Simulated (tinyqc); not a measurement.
Worked calculation: band edges of strained Si(1-x)Ge(x) on relaxed Si(1-y)Ge(y). Values are carried at full precision from step to step, so a last printed digit may differ when a step is redone from the rounded ones.

Values are linear in the Ge fraction but for ED(x) = linear - CD x (1 - x) and a(x) = linear - Ca x (1 - x). Energies are on the common scale of Ev.

Inputs chosen for the exercise (end members near Si and Ge, in this order; not measured data):
- a = (5.428, 5.657) angstrom (lattice constant)
- Dso = (0.043, 0.287) eV (spin-orbit splitting)
- av = (2.45, 1.23) eV (valence hydrostatic potential)
- b = (-2.08, -2.57) eV (tetragonal shear potential)
- d = (-4.82, -5.3) eV (trigonal shear potential)
- C11 = (164.8, 129) GPa
- C12 = (63.9, 48.6) GPa
- C44 = (79.3, 67.2) GPa
- Ev = (0, 0.67) eV (top of the unstrained valence band)
- ED = (1.139, 0.946) eV (gap to the Delta valleys)
- EL = (1.978, 0.749) eV (gap to the L valleys)
- aD = (1.66, 1.34) eV (hydrostatic potential of the Delta gap)
- aL = (-2.92, -3.03) eV (hydrostatic potential of the L gap)
- XuD = (9.31, 9.23) eV (uniaxial potential, Delta)
- XuL = (16.66, 14.75) eV (uniaxial potential, L)
- CD = 0.179 eV (bowing of the Delta gap)
- Ca = 0 angstrom (bowing of the lattice constant)
- x = 1 (Ge fraction of the layer)
- y = 0.67 (Ge fraction of the relaxed buffer)
- face = 001 (growth face)

## Values of the layer and the buffer

Interpolate at x and at y.

Interpolated values (a in angstrom, C11, C12, C44 in GPa, all else in eV):

| symbol | layer | buffer |
|---|---|---|
| a | 5.6570 | 5.5814 |
| Dso | 0.2870 | 0.2065 |
| av | 1.2300 | 1.6326 |
| b | -2.5700 | -2.4083 |
| d | -5.3000 | -5.1416 |
| C11 | 129.0000 | 140.8140 |
| C12 | 48.6000 | 53.6490 |
| C44 | 67.2000 | 71.1930 |
| Ev | 0.6700 | 0.4489 |
| ED | 0.9460 | 0.9701 |
| EL | 0.7490 | 1.1546 |
| aD | 1.3400 | 1.4456 |
| aL | -3.0300 | -2.9937 |
| XuD | 9.2300 | 9.2564 |
| XuL | 14.7500 | 15.3803 |

## Strain of the layer on a (001) buffer

Coherent growth on a (001) face: e_par = (a(y) - a(x))/a(x), e_perp = -2 (C12/C11) e_par; exx = eyy = e_par, ezz = e_perp, no shear.

Use the elastic constants of the layer.

e_par = -0.013359
e_perp = 0.010066

strain tensor in the cubic axes:
```
           x          y         z
x  -0.013359   0.000000  0.000000
y   0.000000  -0.013359  0.000000
z   0.000000   0.000000  0.010066
```

The layer is under compression in the plane; its volume changes by -1.665 %.

## Conduction valleys of the layer

A valley with unit axis u lies at Ev + gap + (av + a_valley) tr(e) + Xu (u.e.u - tr(e)/3); the Delta axes are x, y, z and the L axes [111], [1-1-1], [-11-1], [-1-11]. The second-order shift of the Delta valleys under shear is left out; it lowers the pair normal to the sheared plane by tens of meV at a shear of 1 %.

Give the hydrostatic shifts, the uniaxial shifts and the edges.

hydrostatic shifts of Delta and L (eV): -0.0428  0.0300

uniaxial shifts (eV): Delta x -0.0721, Delta y -0.0721, Delta z 0.1441, L [111] 0.0000, L [1-1-1] 0.0000, L [-11-1] 0.0000, L [-1-11] 0.0000

valley edges (eV): Delta x 1.5011, Delta y 1.5011, Delta z 1.7173, L [111] 1.4490, L [1-1-1] 1.4490, L [-11-1] 1.4490, L [-1-11] 1.4490

The lowest set is L4 (the digit counts whole valleys) at 1.4490 eV; the Delta valleys spread over 216 meV and the L valleys over 0 meV.

## Valence edges of the layer

Valence edges: Ev plus the levels of the 6 x 6 matrix of X, Y, Z times spin with -Dso/3 + l exx + m (eyy + ezz) on the diagonal (cyclic), n exy off it, l = av + 2 b, m = av - b, n = sqrt(3) d. Spin-orbit term (Dso/3) L.sigma on X, Y, Z with (L_k)_ij = -i epsilon_kij: <X+|H|Y+> = -i Dso/3, <X+|H|Z-> = Dso/3, <Y+|H|Z-> = -i Dso/3, <Z+|H|X-> = -Dso/3, <Z+|H|Y-> = i Dso/3, <X-|H|Y-> = i Dso/3, and their conjugates; + and - are the spin along z.

Give the strain block and the three twofold edges.

strain block (eV), lower triangle:
```
        X       Y        Z
X  0.0397
Y       0  0.0397
Z       0       0  -0.1409
```

edges from the top (eV): 0.7097  0.6177  0.3341

The top two edges are split by 92 meV.

## Gap and offsets against the buffer

Buffer: Ev(y) and Ec = Ev(y) + min(ED, EL). dEc = Ec(buffer) - Ec(layer), dEv = Ev(layer) - Ev(buffer); positive values confine the carrier in the layer; type I if both have one sign.

gap of the strained layer = 0.7393 eV
gap of the buffer = 0.9701 eV
dEc = -0.0300 eV
dEv = 0.2608 eV

Type II: electrons collect in the buffer (30 meV) and holes in the layer (261 meV). The relaxed layer would have a gap of 0.749 eV, so strain has moved it by -10 meV. An offset this small is within the spread of published parameter sets, so the type is not settled by this model.

## Checks

- Mean of the three Delta edges against the hydrostatic shift alone (eV): both 1.57321.

Run: tinyqc, `OMP_NUM_THREADS=1 python tinyqc.py 1050154 1050155 out.jsonl`; Intel(R) Xeon(R) Processor @ 2.30GHz, one thread, shared host; about 0.01 s of CPU time with all checks.
